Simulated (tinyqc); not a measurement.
n-type polysilicon, carrier trapping at grain boundaries: effect of the temperature.

One-dimensional grains of size Lg, uniform ionised doping N, monovalent traps Qt at each boundary at a depth Et below (for electrons) or above (for holes) the band edge there, abrupt depletion of width W on each side of a boundary, Boltzmann statistics. xi is the distance from the band edge at the grain centre to the Fermi level. Trapped charge Qt/(1 + exp((xi + VB - Et)/Vt)) = 2 N W, barrier VB = q N W^2/(2 eps0 eps_r).

NB is given at 250 K and scales as (T/250 K)^1.5. If the trap equation with xi = Vt ln(NB/N) has a root W < Lg/2, the grain is partly depleted; otherwise W = Lg/2 and the trap equation gives xi = Et - VB + Vt ln(Qt/(N Lg) - 1). N* = Qt/Lg. n0 = NB exp(-xi/Vt); mean density n0 (1 - 2 W/Lg) by charge balance in a partly depleted grain, and n0 (sqrt(pi)/2) erf(u)/u with u = sqrt(VB/Vt) in a fully depleted one; v = sqrt(kB T/(2 pi ms m0)); barrier resistivity Vt exp(VB/Vt)/(q fe n0 v Lg); grain resistivity (1 - 2 W/Lg)/(q n0 mug); effective mobility 1/(q mean density total resistivity). Rows with xi above 0.45 V, towards mid-gap, are left out, since the other carrier type is ignored.

Values chosen for this exercise; values of the order met in polycrystalline silicon: relative permittivity eps_r = 11.7; conduction-band density of states at the reference temperature NB = 2.13e19 cm^-3; grain size Lg = 65 nm; trap density of a grain boundary Qt = 4.2e12 cm^-2; depth of the trap level from the majority band edge at the boundary Et = 0.46 eV; mass for thermionic emission ms = 0.6 m0; correction factor of the emission rate fe = 1; doping N = 1.5e17 cm^-3.

Constants: q = 1.602176634e-19 C, kB = 1.380649e-23 J/K, m0 = 9.1093837015e-31 kg, Vt = kB T/q, eps0 = 8.8541878128e-14 F/cm where lengths are in cm. Results are converted to the units shown.

The same in every row: N/N* = 0.2321; depleted share 2 W/Lg = 1.000; VB (V) = 0.1225.

Result of one run:
```
T (K)	xi (V)	mean density (cm^-3)	resistivity (ohm cm)	effective mobility (cm^2/(V s))
240	0.3622	1.805e11	4.820e6	7.175
```

What becomes of these results when the temperature T is changed from 240 to 320 K, all else the same?

Result of the changed run:
```
T (K)	xi (V)	mean density (cm^-3)	resistivity (ohm cm)	effective mobility (cm^2/(V s))
320	0.3705	1.892e13	1.391e4	23.72
```

The whole series:
```
T (K)	xi (V)	mean density (cm^-3)	resistivity (ohm cm)	effective mobility (cm^2/(V s))
200	0.3581	4.796e9	4.945e8	2.632
240	0.3622	1.805e11	4.820e6	7.175
280	0.3663	2.526e12	1.722e5	14.35
320	0.3705	1.892e13	1.391e4	23.72
360	0.3746	9.311e13	1937	34.61
400	0.3787	3.402e14	395.7	46.36
440	0.3828	9.992e14	106.9	58.42
```

As T goes from 200 to 440, VB stays at 0.123 V, the resistivity falls from 4.94e8 to 107 ohm cm and the effective mobility rises from 2.63 to 58.4 cm^2/(V s). The activation energy kB ln(rho1/rho2)/(1/T1 - 1/T2) is 0.479 eV between the first two rows and 0.496 eV between the last two; mug is held fixed.

Program tinyqc, `OMP_NUM_THREADS=1 python tinyqc.py 2830178 2830179 out.jsonl`; Intel Xeon 2.30GHz, shared host, one thread, about 0.01 s.
